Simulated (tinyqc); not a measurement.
# Ballistic Schottky-barrier transistor with a two-dimensional channel, WKB contacts: several studies

Source Fermi level 0, drain Fermi level -Vd. Far from the contacts Ec = pn - psi, and the gate moves psi one to one; the band edges relax as exp(-x/lam) from pn at the source and pn - Vd at the drain; Ev = Ec - Eg. A carrier of energy w inside the channel band meets at a contact a barrier of height D (the contact edge beyond the channel edge): T = 1 for w >= D, else exp(-S), S = 4 lam sqrt(m/C) [sqrt(D - w) - sqrt(w) arctan sqrt((D - w)/w)], C = hbar^2/(2 m0). The two contacts combine as Ts Td/(Ts + Td - Ts Td).

Values chosen for this exercise; channel values close to those of a black phosphorus layer: temperature T = 350 K; band gap Eg = 0.455 eV; barrier for electrons at both contacts pn = 0.33 eV; electron mass mn = 0.16 m0; hole mass mp = 0.14 m0; valleys or subbands g = 1; screening length at the contacts lam = 3 nm; drain bias Vd = 0.1 V; band shift psi of the channel by the gate ps = 0.32 V.

Constants: q = 1.602176634e-19 C, kB = 1.380649e-23 J/K, hbar = 1.054571817e-34 J s, h = 6.62607015e-34 J s, m0 = 9.1093837015e-31 kg, Vt = kB T/q, hbar^2/(2 m0) = 0.0380998212 eV nm^2. Results are converted to the units shown.

Each table varies one quantity; the others keep the values above.

## Effect of the drain bias on the off state

I/W = g (2 q^2/h) int T(w) [N(Es + w) - N(Ed + w)] dw with w the energy of motion along the channel, N(y) = (1/2 pi) sqrt(pi m kB T/C) Fm(-y/kB T), Fm(x) = (1/sqrt(pi)) int_0^infinity u^(-1/2)/(1 + exp(u - x)) du. Electrons: Ds = psi, Dd = psi - Vd, Es = Ec, Ed = Ec + Vd. Holes: Ds = -psi, Dd = Vd - psi, Es = -Ev, Ed = -Ev - Vd. The size of each current is taken; both flow from drain to source and add. The integrals are converged. For each Vd, psi is set to the minimum of I.

Effect of the drain bias on the off state:

| Vd (V) | psi at the minimum (V) | smallest I (uA/um) |
|---|---|---|
| 0.05 | 0.193 | 0.0821 |
| 0.11 | 0.230 | 0.200 |
| 0.17 | 0.269 | 0.396 |
| 0.23 | 0.309 | 0.770 |
| 0.29 | 0.349 | 1.49 |
| 0.35 | 0.390 | 2.85 |
| 0.41 | 0.434 | 5.27 |

The smallest current rises from 0.0821 to 5.27 uA/um, 4.46 decades a volt between the last two rows, and the minimum moves by 0.67 V a volt over the table: a larger Vd lets holes enter from the drain while electrons still enter from the source.

## Effect of the screening length

Same model as above.

Results:

| lam (nm) | current of the electrons (uA/um) | share over the barriers (%) | \|d psi/d log10\| of this current (mV/decade) |
|---|---|---|---|
| 0.5 | 26.13 | 0.01532 | 94.03 |
| 1.6 | 3.068 | 0.1305 | 113.3 |
| 2.6 | 0.8231 | 0.4864 | 135.2 |
| 3.7 | 0.3001 | 1.334 | 164.7 |
| 5.9 | 0.08846 | 4.527 | 234.3 |
| 6.9 | 0.06210 | 6.447 | 268.7 |
| 8 | 0.04585 | 8.732 | 307.6 |

Estimate the missing row, lam = 4.8 nm.

Computed row:

| lam (nm) | current of the electrons (uA/um) | share over the barriers (%) | \|d psi/d log10\| of this current (mV/decade) |
|---|---|---|---|
| 4.8 | 0.1478 | 2.709 | 198.2 |

With this row back in the table: The current falls from 26.1 to 0.0459 uA/um, while the share over the barriers rises from 0.0153 to 8.73 %: the thermionic part does not depend on lam, and a thinner barrier adds tunnelling. The swing rises from 94.0 to 308 mV/decade.

## Barrier height from the temperature dependence

Same model as above.

The apparent barrier is -d ln(I_e/T^1.5)/d(q/kB T), taken between T - 10 K and T + 10 K for the electron current.

Barrier height from the temperature dependence:

| ps (V) | electrons (uA/um) | Ec (eV) | apparent barrier (eV) |
|---|---|---|---|
| -0.25 | 1.01e-6 | 0.580 | 0.576 |
| -0.18 | 1.02e-5 | 0.510 | 0.506 |
| -0.11 | 1.04e-4 | 0.440 | 0.436 |
| -0.04 | 0.00106 | 0.370 | 0.366 |
| 0 | 0.00400 | 0.330 | 0.326 |
| 0.1 | 0.0194 | 0.230 | 0.270 |
| 0.17 | 0.0542 | 0.160 | 0.226 |
| 0.24 | 0.156 | 0.090 | 0.178 |
| 0.31 | 0.466 | 0.020 | 0.124 |
| 0.38 | 1.39 | -0.050 | 0.072 |
| 0.45 | 3.73 | -0.120 | 0.031 |

Read the table: what changes, and by how much?

For psi < 0 the channel edge is the highest point, and the apparent barrier follows Ec one to one (0.576 eV against 0.580). At flat band it is 0.326 eV (psi = 0 V), near pn = 0.33 eV. Beyond, the top stays at pn but tunnelling lowers the apparent value to 0.0313 eV in the last row, so only the point where the line bends gives the true barrier.

Range of the model: No scattering, image-force lowering, channel charge or band-to-band tunnelling; parabolic kappa overstates S deep in the gap.

tinyqc, about 0.4 s, one thread, Intel Xeon 2.30GHz (shared host): `OMP_NUM_THREADS=1 python tinyqc.py 2390109 2390110 out.jsonl`
